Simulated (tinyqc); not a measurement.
X-ray reflectivity of a thin film on silicon: critical angles, Parratt recursion, fringes and roughness: one step, computed by the program tinyqc.

n = 1 - delta + i beta; the classical electron radius is r_e = 2.8179403e-6 nm. Layer 0 is vacuum, 1 the film, 2 the substrate.

Problem. Reflectivity at one angle. k_j = (2 pi/lambda) sqrt(sin^2 theta - 2 delta_j + 2 i beta_j); r_ij = (k_i - k_j)/(k_i + k_j) x exp(-2 k_i k_j sigma^2) (Nevot-Croce); r = (r_01 + r_12 p)/(1 + r_01 r_12 p), p = exp(2 i k_1 d); R = |r|^2.

Inputs (values chosen for the exercise, modelled on copper on silicon, copper K-alpha radiation):

| quantity | value | unit |
|---|---|---|
| wavelength lambda | 0.15406 | nm |
| film thickness d | 51.1 | nm |
| roughness of the surface sigma_1 | 0.25 | nm |
| roughness of the interface sigma_2 | 0.68 | nm |
| grazing angle theta | 1.93 | degrees |

Constants:

| layer | rho_e (1/nm^3) | delta | beta | critical angle (degrees) | q_c (1/nm) |
|---|---|---|---|---|---|
| film | 2347.178 | 2.498490e-05 | 5.496678e-07 | 0.4050200 | 0.5765989 |
| substrate | 711.402 | 7.572626e-06 | 1.741704e-07 | 0.2229774 | 0.3174375 |

Give: k_0, k_1, k_2; 1000 r_01; 1000 r_12; p; reflectivity R; q = 4 pi sin(theta)/lambda.

Solution.

k_0, k_1, k_2 (1/nm): 1.374  1.343+0.001i  1.364

1000 r_01 = 8.944-0.202i

1000 r_12 = -1.452+0.034i

p = 0.5189-0.7751i

reflectivity R = 6.840e-05

q = 4 pi sin(theta)/lambda = 2.747 1/nm
